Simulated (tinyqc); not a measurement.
A transmission-line measurement read back: specific resistance of a metal-semiconductor contact and its transmission-line measurement. Computed by tinyqc, a small Python program. Command: `OMP_NUM_THREADS=1 python tinyqc.py 3030102 3030103 out.jsonl contact walk`. One thread of a shared host (Intel(R) Xeon(R) Processor @ 2.30GHz), about 0.01 s of CPU time with the checks.

The barrier is parabolic (depletion approximation), energies E are normal energies counted from the band edge in the neutral semiconductor (downwards for holes), and the bias is zero. xi is an input, held fixed when other inputs move.

Inputs (values chosen for the exercise, modelled on p-type silicon):

| quantity | value | unit |
|---|---|---|
| tunnelling mass m | 0.4 | m_0 |
| permittivity eps | 11.7 | - |
| Richardson constant A* | 31.5 | A/(cm^2 K^2) |
| barrier height phi_B | 0.44 | eV |
| doping N | 7e+18 | 1/cm^3 |
| Fermi level above the band edge in the bulk, xi | -0.011 | eV |
| temperature T | 200 | K |
| sheet resistance R_sh | 5600 | ohm |
| contact length d | 0.082 | micrometre |
| contact width W | 0.06 | micrometre |

Image-force lowering: included.

Constants: hbar = 1.054571817e-34 J s; eps_0 = 8.8541878128e-12 F/m; m_0 = 9.1093837015e-31 kg; k_B = 8.617333262e-05 eV/K; e = 1.602176634e-19 C.

Method:
- E_00 = (e hbar/2) sqrt(N/(eps eps_0 m)); band bending E_b = phi_B + xi; depletion width w = sqrt(2 eps eps_0 E_b/(e^2 N)). Image lowering d_phi = (e^3 N E_b/(8 pi^2 (eps eps_0)^3))^(1/4) (E_b in volts), and E_b - d_phi replaces E_b everywhere except in w.
- WKB transmission for E < E_b, with a = E/E_b: D = exp{-(E_b/E_00) [sqrt(1 - a) - a ln((1 + sqrt(1 - a))/sqrt(a))]}; D = 1 above.
- At zero bias 1/rho_c = (e A*/k_B^2) int D(E) f(E) dE, f = 1/(1 + exp((E - xi)/k_B T)); 200 Gauss-Legendre points from 0 to E_b, and k_B T ln(1 + exp((xi - E_b)/k_B T)) for the part above the barrier; the share of tunnelling is the part below.
- Transmission-line model: transfer length L_T = sqrt(rho_c/R_sh); R_c = (R_sh L_T/W) coth(d/L_T). Limits: rho_c/(W d) for d << L_T, sqrt(rho_c R_sh)/W for d >> L_T.
- Transmission-line model: transfer length L_T = sqrt(rho_c/R_sh); R_c = (R_sh L_T/W) coth(d/L_T). Two contacts a gap s apart give R = 2 R_c + R_sh s/W. A straight-line fit gives R_sh from the slope and R_c from the intercept; the simple reading takes L_x = R_c W/R_sh as the transfer length and rho_c = R_sh L_x^2.

R_c W = 837964 ohm micrometre

contact resistance R_c = 1.39661e+07 ohm

specific contact resistance rho_c = 6.87005e-04 ohm cm^2

Resistances:

| gap s (micrometre) | R (ohm) |
|---|---|
| 150 | 4.1932e+07 |
| 300 | 5.5932e+07 |
| 600 | 8.3932e+07 |
| 1200 | 1.3993e+08 |
| 2400 | 2.5193e+08 |

L_x = 149.64 micrometre

rho_c by the simple reading = 1.2539 ohm cm^2

simple reading over true value = 1825.2

What does the comparison show, and why?

The simple reading is 1830 times too high, the factor coth^2(d/L_T): it holds only for d above about 2 L_T.
